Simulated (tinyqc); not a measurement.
Comparisons within one model: phonon-assisted absorption at an indirect gap. A value that a table varies takes the place of the one given here.

alpha(E) = sum_j A_j [N_j (E - Eg + w_j)^2 + (N_j + 1)(E - Eg - w_j)^2], each bracket counted only where its base is positive; N_j = 1/(exp(w_j/kB T) - 1). The first term absorbs a phonon and the second emits one; excitons and direct transitions are left out.

Photodiode (Gaertner form with a dead layer): QE = (1 - R) exp(-alpha xj) [1 - exp(-alpha W)/(1 + alpha L)], R = ((nr - 1)/(nr + 1))^2; responsivity = QE/E in A/W for E in eV.

Constants: kB = 8.617333262e-05 eV/K.

Inputs chosen for the exercise (loosely those of Si at room temperature; Eg is not tied to T; the results hold for these values, not for the real material):
- Eg = 1.119 eV (indirect gap, held fixed unless listed)
- w = (59, 17.8) meV (two zone-edge phonons)
- A = (3000, 560) 1/(cm eV^2) (their strengths)
- T = 200 K
- nr = 3.55 (refractive index)
- xj = 0.75 micrometre (dead layer at the surface)
- W = 3.9 micrometre (depleted width)
- L = 100 micrometre (minority diffusion length below it)
- E = 1.351 eV (photon energy)

## The square root of alpha at three temperatures

The gap is held fixed, so only the phonon occupations change.

sqrt(alpha) (1/cm^(1/2)):
```
E - Eg (eV)     4 K    77 K   150 K
-0.04         0.000   0.012   0.107
-0.02         0.000   0.025   0.219
0.00          0.000   0.120   0.412
0.02          0.052   0.253   0.686
0.04          0.525   0.662   1.145
0.07          1.374   1.525   2.095
0.10          2.971   3.112   3.685
0.15          5.885   6.044   6.700
0.20          8.845   9.032   9.809
0.30         14.793  15.045  16.090
0.45         23.733  24.085  25.552
0.60         32.678  33.133  35.029
```

Below the gap only phonon absorption acts: at E - Eg = -0.02 eV sqrt(alpha) is 0.000, 0.025 and 0.219 at 4, 77 and 150 K. A straight line through the last two rows meets the axis at E - Eg = +0.0520, +0.0507 and +0.0455 eV: the intercept is roughly a weighted mean of the thresholds, not the gap, and it moves from the emission side towards Eg as the occupations grow. At the last row alpha grows by a factor 1.15 from the lowest to the highest temperature at fixed gap.

## Spectral response

Response:
```
E (eV)  wavelength (nm)  alpha (1/cm)  1/alpha (micrometre)  dead layer  collected     QE    A/W
1.14               1088          1.12              8.91e+03       1.000      0.012  0.008  0.007
1.18               1051          5.01              1.99e+03       1.000      0.050  0.034  0.029
1.24               1000          30.4                   329       0.998      0.242  0.166  0.134
1.32                939           113                  88.2       0.992      0.552  0.375  0.284
1.42                873           296                  33.8       0.978      0.775  0.520  0.366
1.57                790           734                  13.6       0.946      0.910  0.591  0.376
1.77                700      1.62e+03                  6.15       0.885      0.969  0.589  0.333
2.02                614      3.23e+03                  3.09       0.785      0.991  0.534  0.264
2.32                534      5.88e+03                  1.70       0.643      0.998  0.440  0.190
2.72                456      1.06e+04                 0.940       0.450      1.000  0.309  0.113
```

QE is highest, 0.591, at 1.57 eV of those listed and the responsivity at 1.57 eV; reflection alone caps QE at 0.686. Near the gap weak absorption limits it (collected share 0.012); at the top the dead layer passes 0.450. Far above the gap the quadratic law and a constant index are only rough.

## What moves the response

At the energy E. Each row changes one parameter from the base and keeps the others.

Results:
```
case                 alpha (1/cm)      QE
base                        160.6  0.4334
Eg = 1.099 eV               195.5  0.4640
T = 250 K                   186.4  0.4568
W = 7.8 micrometre          160.6  0.4483
L = 50 micrometre           160.6  0.3246
xj = 1.5 micrometre         160.6  0.4282
nr = 3.73                   160.6  0.4214
```

The largest shifts from the base row, up to three for each result and ties (the steps differ in size, so this ranks the rows, not the parameters). alpha (1/cm): Eg +34.9, T +25.9; unchanged at the printed digits by W, L, xj and nr. QE: L -0.1088, Eg +0.0306, T +0.0234.

(tinyqc, `OMP_NUM_THREADS=1 python tinyqc.py 1681782 1681783 out.jsonl`, Intel(R) Xeon(R) Processor @ 2.30GHz, 1 thread, shared host, about 0.01 s.)
